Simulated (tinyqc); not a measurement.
A particle near a wafer in liquid: double-layer and van der Waals forces (DLVO), deposition barrier and removal: one step, computed by the program tinyqc.

Sphere and flat wall, Derjaguin approximation, constant potentials in the linear-superposition form, no retardation and no hydration force.

Task: Screening. kappa^2 = 2 z^2 e^2 N_A (1000 c)/(eps eps_0 k_B T); gamma_i = tanh(z e psi_i/(4 k_B T)); Z = 64 pi eps eps_0 (k_B T/(z e))^2 gamma_1 gamma_2.

Inputs (values chosen for the exercise, of the order of those for polymer latex on silicon in water):
```
quantity                            value   unit
particle radius R                     260     nm
potential of the particle psi_1        56     mV
potential of the wafer psi_2          -55     mV
salt concentration c               0.0035  mol/L
valence z of the symmetric salt         1      -
temperature T                         343      K
dielectric constant of the liquid    63.7      -
```

Constants: e = 1.602176634e-19 C; N_A = 6.02214076e+23 1/mol; eps_0 = 8.8541878128e-12 F/m; k_B = 1.380649e-23 J/K; k_B = 8.617333262e-05 eV/K.

Give: kappa; Debye length; gamma_1; gamma_2; Z; kappa R.

Result:

kappa = 0.2013 1/nm

Debye length = 4.968 nm

gamma_1 = 0.4411

gamma_2 = -0.4343

Z = -18.98 pN

kappa R = 52.33

Opposite signs: the double layers attract.
